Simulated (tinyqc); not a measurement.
Hueckel theory of the pi electrons with the omega technique, for the molecule C=CN=CC=CN (SMILES; centres numbered as the heavy atoms are written), step by step. Computed by tinyqc, a small Python program that keeps every step. Settings: charge = 0, omega = 0.6, damping = 0.3. Command: `OMP_NUM_THREADS=1 python tinyqc.py 23311 23312 out.jsonl` (the two numbers bound the seeds that draw the settings). One thread of a shared host (Intel(R) Xeon(R) Processor @ 2.60GHz), about 0.02 s of CPU time with the checks.

## The Hueckel matrix

Centres:
```
centre,"z_r, pi electrons of the neutral centre",h
1C,1,0.00000
2C,1,0.00000
3N,1,0.54000
4C,1,0.00000
5C,1,0.00000
6C,1,0.00000
7N,2,1.46000
```

Bonds:
```
i,j,k
1,2,1
2,3,1
3,4,1
4,5,1
5,6,1
6,7,0.79000
```

H_rr = alpha + h_r beta, H_rs = k_rs beta for bonded centres.

Hueckel matrix in units of beta (H = alpha + beta A), lower triangle:
```
,1C,2C,3N,4C,5C,6C,7N
1C,0.00000
2C,1.00000,0.00000
3N,0.00000,1.00000,0.54000
4C,0.00000,0.00000,1.00000,0.00000
5C,0.00000,0.00000,0.00000,1.00000,0.00000
6C,0.00000,0.00000,0.00000,0.00000,1.00000,0.00000
7N,0.00000,0.00000,0.00000,0.00000,0.00000,0.79000,1.46000
```

## Orbitals, round 1

pi electrons, sum of z_r less the charge = 8

Diagonalise; E = alpha + x beta with beta < 0, so the largest x are filled first; degenerate levels share their electrons. P = sum n_i c_ri c_si; each orbital has its largest coefficient positive (the first on a tie).

x values: 2.05942  1.82624  1.10386  0.43382  -0.46784  -1.25189  -1.70360

occupations: 2.00000  2.00000  2.00000  2.00000  0.00000  0.00000  0.00000

coefficients:
```
,MO1,MO2,MO3,MO4,MO5,MO6,MO7
1C,0.14184,-0.20333,-0.40327,0.57298,-0.42420,-0.47353,-0.20839
2C,0.29211,-0.37132,-0.44516,0.24857,0.19846,0.59281,0.35502
3N,0.45974,-0.47479,-0.08812,-0.46515,0.33135,-0.26860,-0.39641
4C,0.40642,-0.23938,0.39547,-0.19918,-0.53241,-0.11151,0.53438
5C,0.37725,0.03763,0.52467,0.37874,-0.08227,0.40820,-0.51396
6C,0.37049,0.30811,0.18369,0.36348,0.57090,-0.39950,0.34120
7N,0.48829,0.66461,-0.40747,-0.27982,-0.23394,0.11638,-0.08520
```

charge and bond-order matrix P, lower triangle:
```
,1C,2C,3N,4C,5C,6C,7N
1C,1.10480
2C,0.87776,0.96632
3N,-0.13848,0.46840,1.32183
4C,-0.33458,-0.03590,0.71660,0.83709
5C,0.10258,-0.08638,-0.13368,0.55273,1.12491
6C,0.24820,0.00480,-0.32243,0.15414,0.77081,0.79611
7N,-0.12377,0.01537,0.15000,-0.13209,-0.22109,0.41825,1.84893
```

## Omega technique, round 1

h_r = h_r(0) + omega q_r, omega = 0.6, with q_r = z_r - P_rr; 0.3 of the old diagonal is kept.

matrix after round 1, lower triangle:
```
,1C,2C,3N,4C,5C,6C,7N
1C,-0.04402
2C,1.00000,0.01415
3N,0.00000,1.00000,0.40483
4C,0.00000,0.00000,1.00000,0.06842
5C,0.00000,0.00000,0.00000,1.00000,-0.05246
6C,0.00000,0.00000,0.00000,0.00000,1.00000,0.08563
7N,0.00000,0.00000,0.00000,0.00000,0.00000,0.79000,1.52345
```

## Orbitals, round 2

As before.

x values: 2.07425  1.82721  1.10804  0.40701  -0.44475  -1.26031  -1.71146

occupations: 2.00000  2.00000  2.00000  2.00000  0.00000  0.00000  0.00000

coefficients:
```
,MO1,MO2,MO3,MO4,MO5,MO6,MO7
1C,0.10099,-0.22423,-0.40473,0.54221,-0.45913,-0.46899,-0.22578
2C,0.21392,-0.41959,-0.46627,0.24455,0.18399,0.57043,0.37647
3N,0.33971,-0.53652,-0.10532,-0.44613,0.37470,-0.25800,-0.42386
4C,0.35320,-0.34354,0.39220,-0.24552,-0.50233,-0.14083,0.52054
5C,0.36874,-0.06770,0.51306,0.36300,-0.11692,0.44512,-0.50264
6C,0.43101,0.21629,0.20321,0.41231,0.54820,-0.39681,0.31333
7N,0.61819,0.56252,-0.38646,-0.29176,-0.22004,0.11261,-0.07652
```

charge and bond-order matrix P, lower triangle:
```
,1C,2C,3N,4C,5C,6C,7N
1C,1.03654
2C,0.87400,0.99806
3N,-0.08931,0.47559,1.22676
4C,-0.35831,-0.04642,0.74505,0.91374
5C,0.08318,-0.08634,-0.10879,0.53119,1.07111
6C,0.27268,0.01505,-0.34995,0.11278,0.79643,0.88769
7N,-0.13098,0.01011,0.15814,-0.10968,-0.22863,0.37857,1.86610
```

## Omega technique, round 2

As before.

matrix after round 2, lower triangle:
```
,1C,2C,3N,4C,5C,6C,7N
1C,-0.02855
2C,1.00000,0.00506
3N,0.00000,1.00000,0.40421
4C,0.00000,0.00000,1.00000,0.05675
5C,0.00000,0.00000,0.00000,1.00000,-0.04560
6C,0.00000,0.00000,0.00000,0.00000,1.00000,0.07286
7N,0.00000,0.00000,0.00000,0.00000,0.00000,0.79000,1.53527
```

## Convergence

Each round sets h_r = h_r(0) + omega (z_r - P_rr), keeping the share named as damping of the old diagonal; repeat until output and input diagonals agree to 1e-6.

Rounds:
```
round,sum n x,largest |h(out) - h(in)|
1,10.84666,1.93e-01
2,10.83303,2.21e-02
3,10.84697,4.85e-03
4,10.84887,1.06e-03
5,10.84965,2.81e-04
6,10.84978,6.47e-05
7,10.84983,1.65e-05
8,10.84984,3.93e-06
9,10.84984,9.84e-07
```

Converged in 9 rounds.

## Energy, charges, bond orders

final x values: 2.07717  1.82850  1.11012  0.40913  -0.44856  -1.26103  -1.71534

occupations: 2.00000  2.00000  2.00000  2.00000  0.00000  0.00000  0.00000

final P, lower triangle:
```
,1C,2C,3N,4C,5C,6C,7N
1C,1.05156
2C,0.87389,0.98977
3N,-0.09419,0.47610,1.23116
4C,-0.35708,-0.04094,0.74391,0.90578
5C,0.08448,-0.08721,-0.10984,0.53196,1.07718
6C,0.27117,0.01101,-0.34832,0.11627,0.79556,0.87731
7N,-0.12889,0.01179,0.15566,-0.10976,-0.22660,0.37887,1.86723
```

E = sum n x; q_r = z_r - P_rr; bond order p = P_rs; free valence = sqrt(3) - sum of p over the bonds of the atom.

pi energy = 8 alpha + this times beta = 10.84984

pi charges: 1C -0.05156, 2C 0.01023, 3N -0.23116, 4C 0.09422, 5C -0.07718, 6C 0.12269, 7N 0.13277

Bond orders and lengths from R = 1.517 - 0.180 p (angstrom, C-C alone):
```
bond,p,R
1-2,0.87389,1.35970
2-3,0.47610,-
3-4,0.74391,-
4-5,0.53196,1.42125
5-6,0.79556,1.37380
6-7,0.37887,-
```

free valence of the carbons: 1C 0.85816, 2C 0.38206, 4C 0.45619, 5C 0.40454, 6C 0.55763

gap between the highest filled and the next level = 0.85769 |beta|
